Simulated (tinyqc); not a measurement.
## Subthreshold parameters from three currents

Inverse problem. Far below threshold and for Vds well above Vt the virtual-source current tends to I = Cinv n Vt vx0 exp((Vgs - VT0 + dl Vds + al Vt)/(n Vt)) per width, with constant n; the three currents follow this limit. Find n, dl and VT0.

Inputs (values chosen for the exercise): temperature T = 250 K; inversion capacitance Cinv = 3.24 uF/cm^2; velocity at the virtual source vx0 = 6.63e6 cm/s; threshold shift (in units of Vt) from weak to strong inversion al = 3.5.

Constants: q = 1.602176634e-19 C, kB = 1.380649e-23 J/K, Vt = kB T/q. Results are converted to the units shown.

I at (Vgs, Vds) = (-0.2, 0.3), (-0.11, 0.3) and (-0.2, 1.2) V (nA/um): 0.0011711849  0.039198031  0.15412510

Answer. The first two currents differ in Vgs alone and give n; the first and third differ in Vds alone and give dl; the size of the first then gives VT0.

n = 1.19
dl = 0.139 V/V
VT0 = 0.370 V

tinyqc, about 0.01 s, one thread, Intel Xeon 2.30GHz (shared host): `OMP_NUM_THREADS=1 python tinyqc.py 2380067 2380068 out.jsonl`
